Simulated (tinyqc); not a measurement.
# Worked calculation: resistive memory cell, filament-gap model with Joule heating

Computed by the program tinyqc: `OMP_NUM_THREADS=1 python tinyqc.py 2880023 2880024 out.jsonl`, one thread of a shared Intel Xeon 2.30GHz, about 0.07 s for the whole run. Printed values are rounded.

A tunnelling gap g separates the tip of a filament from the electrode. I = I0 exp(-g/g0) sinh(Vd/V0), with Vd = V - I Rs on the device; T = T0 + Rth Vd I at once; the gap closes as dg/dt = -nu exp(-q Ea/(kB T)) sinh(al q Vd/(kB T)). All constants are fitting values of a compact model.

Inputs (values chosen for the exercise):

| symbol | value | unit | meaning |
|---|---|---|---|
| T0 | 358 | K | ambient temperature |
| I0 | 0.33 | mA | current scale |
| g0 | 0.27 | nm | tunnelling length |
| V0 | 0.29 | V | voltage scale |
| nu | 10 | m/s | attempt velocity |
| Ea | 0.63 | eV | activation energy |
| al | 0.57 |  | barrier lowering per volt on the device |
| Rth | 7.6e5 | K/W | thermal resistance |
| Rs | 2000 | ohm | series resistance |
| V | 0.65 | V | pulse voltage |

Constants: q = 1.602176634e-19 C, kB = 1.380649e-23 J/K. Results are converted to the units shown.

## Iteration 1: voltage on the device

Vd at the start = 0.65 V
g = 1.7 nm

I = I0 exp(-g/g0) sinh(Vd/V0); Vd(new) = V - Rs I.

I = 2.82826 uA
Vd after iteration 1 = 0.644343 V

## Iteration 2: voltage on the device

As before.

I = 2.77237 uA
Vd after iteration 2 = 0.644455 V

## Course of the iteration: voltage on the device

Stop when Vd changes by less than 1e-10 V, or after 30 iterations.

Course of the iteration:
```
iteration    Vd (V)  |change| (V)
1          0.644343       5.66e-3
2          0.644455       1.12e-4
3          0.644453       2.19e-6
4          0.644453       4.29e-8
5          0.644453      8.39e-10
6          0.644453      1.64e-11
```

Converged in 6 iterations. At the end each change is about 0.020 times the one before, with alternating sign: linear convergence.

## Current, temperature and closing rate

Vd = 0.644453 V

I, T and dg/dt as above.

I = 2.77344 uA
T = 359.358 K
lowered barrier Ea - al Vd = 0.262662 eV
-dg/dt = 0.00103586 nm/ns

Without heating the rate would be 0.00100 nm/ns, so heating by 1.36 K multiplies it by 1.03.
